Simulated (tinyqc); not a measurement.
# MOS structure on a p-type body, non-linear Poisson equation by Newton steps: two studies

One dimension, insulator interface at x = 0, acceptor density Na, uniform, net doping C = -(acceptor density). psi is counted from the intrinsic level: n = ni exp((psi - Vb)/Vt), p = ni exp(-psi/Vt); deep in the body psi_b = -Vt ln(Na/ni). The gate acts through Cox = eps0 eox/tox and has the potential psi_G = Vg - (phiM - chi - Vt ln(Nc/ni)). Boltzmann statistics, full ionisation, classical densities, no oxide or interface charge.

Inputs (values chosen for the exercise); band and dielectric values close to those of silicon: temperature T = 250 K; band gap Eg = 1.1 eV; relative permittivity eps_r = 11.6; conduction-band density of states at T Nc = 2.11e19 cm^-3; valence-band density of states at T Nv = 2.04e19 cm^-3; electron affinity chi = 3.98 eV; acceptor density deep in the body Na = 4.6e17 cm^-3; relative permittivity of the gate insulator (close to aluminium oxide) eox = 8.92; insulator thickness tox = 9.8 nm; gate work function phiM = 4.52 eV; electron quasi-Fermi potential against the body Vb = 0 V.

Constants: q = 1.602176634e-19 C, kB = 1.380649e-23 J/K, Vt = kB T/q, eps0 = 8.8541878128e-14 F/cm where lengths are in cm. Results are converted to the units shown.

Each table varies one quantity; the others keep the values above.

## Charge and capacitance against gate voltage

ni = sqrt(Nc Nv) exp(-Eg/(2 Vt)), Eg in volts. The Poisson equation d/dx(eps0 eps_r dpsi/dx) = -q (p - n + C), with eps0 eps_r dpsi/dx = -Cox (psi_G - psi_0) at x = 0, is solved on a mesh of about 600 nodes or more. N_inv is the integral of n less its value deep in the body. C_LF = Cox (1 - dpsi_0/dVg) with all carriers following; C_HF is the same with the electron quasi-Fermi level shifting uniformly so that N_inv stays fixed. The centroid is that of the same excess.

Charge and capacitance against gate voltage:
```
Vg (V)  psi_0 - psi_b (V)  N_inv (cm^-2)  C_LF/Cox  C_HF/Cox  centroid (nm)
0.51                0.616         1.23e4     0.238     0.238          0.767
0.68                0.747         4.87e6     0.221     0.221          0.689
0.85                0.880         2.18e9     0.219     0.207          0.630
1.02                0.982        2.20e11     0.682     0.198          0.581
1.18                 1.01        8.33e11     0.872     0.196          0.539
1.35                 1.03        1.59e12     0.922     0.196          0.502
1.52                 1.04        2.38e12     0.943     0.195          0.470
1.69                 1.05        3.19e12     0.955     0.195          0.443
```

N_inv goes from 12300 to 3.19e12 cm^-2 and passes 2e11 cm^-2 at Vg = 1.01 V. Below threshold it takes 64.1 mV a decade between Vg = 0.68 and 0.85 V, against Vt ln 10 = 49.6 mV. C_LF/Cox is lowest, 0.219, at Vg = 0.85 V among the rows listed and ends at 0.955, while C_HF/Cox ends at 0.195. Between the last two rows q dN_inv/dVg is 0.944 Cox. Where the classical centroid is under about 2 nm, confinement would move the charge away from the interface and raise the threshold. Above about 2e12 cm^-2 degeneracy matters too.

## Effect of the electron quasi-Fermi potential against the body on threshold, swing and body effect

VT is the Vg at which N_inv = 2e11 cm^-2. m = 1/(dpsi_0/dVg) at N_inv = 1e8 cm^-2; the swing is the Vg between N_inv = 1e8 and 1e9 cm^-2; body coefficient [VT(Vb + 0.05 V) - VT(Vb)]/0.05 V - 1.

Results:
```
Vb (V)  VT (V)  psi_0 - psi_b at VT (V)  m - 1  swing (mV/decade)  body coefficient
0         1.01                    0.980  0.272               63.9             0.257
0.3       1.39                     1.28  0.232               61.7             0.223
0.6       1.75                     1.59  0.205               60.3             0.200
0.9       2.11                     1.89  0.186               59.3             0.182
1.2       2.46                     2.19  0.172               58.5             0.169
1.8       3.16                     2.79  0.150               57.4             0.149
```

Estimate the missing row, Vb = 1.5 V.

Computed row:
```
Vb (V)  VT (V)  psi_0 - psi_b at VT (V)  m - 1  swing (mV/decade)  body coefficient
1.5       2.81                     2.49  0.160               57.9             0.158
```

With this row back in the table: As Vb goes from 0 to 1.8, VT rises from 1.01 to 3.16 V, the swing falls from 63.9 to 57.4 mV/decade and the body coefficient falls from 0.257 to 0.149. The swing stays within 1.3 % of m Vt ln 10, and the body coefficient within 0.015 of m - 1.

tinyqc, about 0.6 s, one thread, Intel Xeon 2.30GHz (shared host): `OMP_NUM_THREADS=1 python tinyqc.py 2080123 2080124 out.jsonl`
